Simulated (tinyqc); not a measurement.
Changing the temperature T: bias-temperature instability from a Gaussian distribution of capture and emission barriers. Computed by tinyqc, a small Python program. Command: `OMP_NUM_THREADS=1 python tinyqc.py 3021427 3021428 out.jsonl bti sweep`. One thread of a shared host (Intel(R) Xeon(R) Processor @ 2.30GHz), about 0.03 s of CPU time with the checks.

Each trap has a capture time tau_0 exp(E_c/(k_B T)) under stress and an emission time tau_0 exp(E_e/(k_B T)) after it. E_c is Gaussian, and E_e = E_c + d with d Gaussian and independent. A trap counts as filled once t_s exceeds its capture time and as emptied once t_r exceeds its emission time.

Inputs (values chosen for the exercise, for a model p-channel transistor):
```
quantity                                      value        unit
shift with all traps filled V_max               140          mV
mean capture barrier at zero field mu_c        1.73          eV
spread of capture barriers sigma_c             0.32          eV
lowering of mu_c per field k_F                0.036  eV/(MV/cm)
oxide field F                                   7.2       MV/cm
mean of E_e - E_c at the stress field, delta   -0.1          eV
spread of E_e - E_c, sigma_d                   0.34          eV
time constant tau_0                           1e-11           s
stress time t_s                                4000           s
recovery time t_r                              0.02           s
```

Constants: k_B = 8.617333262e-05 eV/K.

Method:
- Demarcation energies E_s = k_B T ln(t_s/tau_0), E_r = k_B T ln(t_r/tau_0); mean barrier mu = mu_c - k_F F; z = (E_s - mu)/sigma_c; Phi is the standard normal distribution.
- Temperatures in kelvin are T(C) + 273.15.
- Shift without recovery dV0 = V_max Phi(z); local time exponent n = d ln dV0/d ln t_s = (k_B T/sigma_c) exp(-z^2/2)/(sqrt(2 pi) Phi(z)); apparent activation energy n E_s.
- Remaining shift dV = V_max int_(-infinity)^(E_s) g(E_c) [1 - Phi((E_r - E_c - delta)/sigma_d)] dE_c, g the Gaussian density of E_c (Gauss-Legendre, 120 points over 7 sigma_c below E_s).

One run for each value; columns: (1) temperature T (C); (2) shift without recovery dV0 (mV); (3) time exponent n; (4) remaining share dV/dV0; (5) apparent activation energy (eV):
```
(1)     (2)      (3)      (4)      (5)
0     2.362  0.18262  0.58303  0.14453
25    4.051  0.18323  0.60255  0.15828
50    6.639  0.18142  0.62046  0.16986
75   10.412  0.17731  0.63656  0.17885
100  15.635  0.17104  0.65065  0.18492
125  22.508  0.16278  0.66251  0.18778
150  31.101  0.15273  0.67194  0.18725
175  41.312  0.14113  0.67870  0.18325
200  52.841  0.12827  0.68255  0.17584
```

Over the rows, shift without recovery dV0 (mV) rises from 2.36 to 52.8; time exponent n goes from 0.183 through a maximum among these rows, 0.183 at 25.0, to 0.128; remaining share dV/dV0 rises from 0.583 to 0.683. Time and temperature enter the shift only through k_B T ln(t/tau_0), so a hotter run is a longer one.

Extremes, crossings and ranges named in words are read from the listed rows.
